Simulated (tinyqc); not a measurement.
Schottky barrier with interface states (Cowley-Sze model), image lowering and contact resistance: one step, computed by the program tinyqc.

An n-type semiconductor under a metal. The barrier lies between the Schottky-Mott limit phi_M - chi and the Bardeen limit E_g - E_n, E_n being the neutrality level of the interface states; the space-charge term of the full Cowley-Sze expression is left out.

Problem. Depletion layer and image lowering under reverse bias. N_c = 2 M_c (2 pi m_e k_B T/h^2)^(3/2); xi = E_c - E_F solves N = N_c F_1/2(-xi/k_B T) (bisection; full ionisation). F_1/2(eta) = (2/sqrt(pi)) int_0^infinity sqrt(x)/(1 + exp(x - eta)) dx, by the trapezoid rule in t = sqrt(x) with step 0.02 up to t = 12 (for eta < -12 by exp(eta) - exp(2 eta)/2^(3/2)). V_bi = phi_B - xi; W = sqrt(2 eps_s eps_0 (V_bi + V_r - k_B T/e)/(e N)); field at the metal E_m = e N W/(eps_s eps_0); image lowering sqrt(e E_m/(4 pi eps_s eps_0)).

Inputs (values chosen for the exercise, with gap, mass and screening modelled on CdTe):
```
quantity                     value   unit
dielectric constant eps_s     10.2      -
electron mass m_e           0.0973    m_0
valleys M_c                      1      -
donor density N            3.7e+16  cm^-3
temperature T                  200      K
reverse bias V_r               4.6      V
```

Pinning factor from: interface states.

barrier phi_B = 0.3036116 eV

Constants: k_B = 8.617333262e-05 eV/K; m_0 = 9.1093837015e-31 kg; k_B = 1.380649e-23 J/K; h = 6.62607015e-34 J s; eps_0 = 8.8541878128e-12 F/m; e = 1.602176634e-19 C.

Give: N_c; xi; built-in voltage V_bi; depletion width W; field E_m; image lowering.

Solution.

N_c = 4.146e+17 cm^-3

xi = 0.04110 eV

built-in voltage V_bi = 0.2625 V

depletion width W = 384.2 nm

field E_m = 2.522e+05 V/cm

image lowering = 0.05967 eV
